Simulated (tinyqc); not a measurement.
# Gain factor and gap resistance from two string resistances

Question. At small bit-line voltage each of the 48 cells has the resistance 1/(K x) at overdrive x (no mobility reduction) in series with a gap resistance Rg. Find K, Rg and the share of the gaps at the higher overdrive.

resistance of a string of 48 equal cells at overdrives of 3.7 and 8.9 V (kohm): [1572.0423, 1242.4895]

Solution. The resistance per cell is a straight line in 1/x with slope 1/K and intercept Rg.

K = 23.00 uA/V^2
Rg = 21.00 kohm
share of the gaps = 81.13 %

Computed by the program tinyqc: `OMP_NUM_THREADS=1 python tinyqc.py 2142256 2142257 out.jsonl`, one thread of a shared Intel Xeon 2.30GHz, about 0.4 s for the whole run.
